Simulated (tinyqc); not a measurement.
Worked calculation: G0W0 on RHF in the 3-21g basis, for H3+, spin multiplicity 1. One step of it, computed by the program tinyqc.

Task: Screening: direct RPA. With D = e_a - e_i and K = (ia|jb): diagonalise D^(1/2) (D + 4K) D^(1/2) = Z w^2 Z^T; X + Y = D^(1/2) Z w^(-1/2), each column of Z with its largest component positive (the first on a tie); E_c = (sum w - tr (D + 2K)) / 2.

orbital energies (hartree): MO1 -1.163079, MO2 -0.207923, MO3 -0.176151, MO4 0.492539, MO5 0.832930, MO6 0.897828

Two-electron integrals over orbitals (pq|rs), unique and non-zero (hartree):
```
(11|11) 0.640759    (21|11) -0.009260   (21|21) 0.100380    (22|11) 0.478775
(22|21) 0.045868    (22|22) 0.454359    (31|31) 0.093523    (32|31) -0.040760
(32|32) 0.033807    (33|11) 0.472662    (33|21) -0.045515   (33|22) 0.370524
(33|33) 0.440758    (41|11) 0.133634    (41|21) -0.004979   (41|22) 0.060856
(41|33) 0.057275    (41|41) 0.072486    (42|11) -0.006812   (42|21) -0.003527
(42|22) -0.006580   (42|33) 0.001700    (42|41) -0.005094   (42|42) 0.032019
(43|31) -0.009726   (43|32) 0.005381    (43|43) 0.035331    (44|11) 0.486113
(44|21) -0.011436   (44|22) 0.394072    (44|33) 0.396931    (44|41) 0.072023
(44|42) -0.002268   (44|44) 0.409256    (51|11) 0.002904    (51|21) -0.074522
(51|22) -0.037531   (51|33) 0.031528    (51|41) 0.003641    (51|42) -0.028633
(51|44) 0.005398    (51|51) 0.089650    (52|11) -0.147257   (52|21) -0.033499
(52|22) -0.093687   (52|33) -0.062772   (52|41) -0.064844   (52|42) -0.011400
(52|44) -0.081288   (52|51) 0.044035    (52|52) 0.100054    (53|31) 0.028661
(53|32) -0.009347   (53|43) 0.010424    (53|53) 0.019705    (54|11) 0.007376
(54|21) -0.087056   (54|22) -0.040983   (54|33) 0.039250    (54|41) 0.004710
(54|42) -0.000826   (54|44) 0.010302    (54|51) 0.073083    (54|52) 0.033691
(54|54) 0.089109    (55|11) 0.562557    (55|21) 0.076851    (55|22) 0.492825
(55|33) 0.392611    (55|41) 0.114738    (55|42) 0.009524    (55|44) 0.441312
(55|51) -0.083820   (55|52) -0.169389   (55|54) -0.079778   (55|55) 0.621995
(61|31) -0.074579   (61|32) 0.035199    (61|43) -0.026182   (61|53) -0.036867
(61|61) 0.096940    (62|31) 0.035600    (62|32) -0.013239   (62|43) 0.011365
(62|53) 0.020753    (62|61) -0.044339   (62|62) 0.025790    (63|11) -0.148000
(63|21) 0.036673    (63|22) -0.065164   (63|33) -0.085169   (63|41) -0.066504
(63|42) 0.015041    (63|44) -0.084495   (63|51) -0.039161   (63|52) 0.047546
(63|54) -0.034803   (63|55) -0.092488   (63|63) 0.093842    (64|31) -0.085678
(64|32) 0.038805    (64|43) 0.002162    (64|53) -0.030972   (64|61) 0.080811
(64|62) -0.038190   (64|64) 0.095207    (65|31) -0.062901   (65|32) 0.035486
(65|43) -0.011128   (65|53) -0.025881   (65|61) 0.072651    (65|62) -0.032214
(65|64) 0.070755    (65|65) 0.062451    (66|11) 0.584910    (66|21) -0.078878
(66|22) 0.409320    (66|33) 0.484427    (66|41) 0.127349    (66|42) -0.020425
(66|44) 0.463708    (66|51) 0.075770    (66|52) -0.102248   (66|54) 0.078533
(66|55) 0.461762    (66|63) -0.169183   (66|66) 0.637270
```

Give: D^(1/2) (D + 4K) D^(1/2); excitation energies w; X + Y; RPA correlation energy.

Result:

D^(1/2) (D + 4K) D^(1/2) (hartree^2):
```
         1>2      1>3      1>4      1>5      1>6
1>2   1.2958   0.0000  -0.0250  -0.4116   0.0000
1>3   0.0000   1.3432   0.0000   0.0000  -0.4255
1>4  -0.0250   0.0000   3.2211   0.0265   0.0000
1>5  -0.4116   0.0000   0.0265   4.6998   0.0000
1>6   0.0000  -0.4255   0.0000   0.0000   5.0465
```

excitation energies w (hartree): 1.1165  1.1380  1.7947  2.1793  2.2572

X + Y:
```
          1       2        3        4        5
1>2  0.9184  0.0000  -0.0063  -0.0784   0.0000
1>3  0.0000  0.9253   0.0000   0.0000  -0.0745
1>4  0.0134  0.0000   0.9602   0.0167   0.0000
1>5  0.1581  0.0000  -0.0214   0.9501   0.0000
1>6  0.0000  0.1516   0.0000   0.0000   0.9495
```

RPA correlation energy = -0.037497 hartree
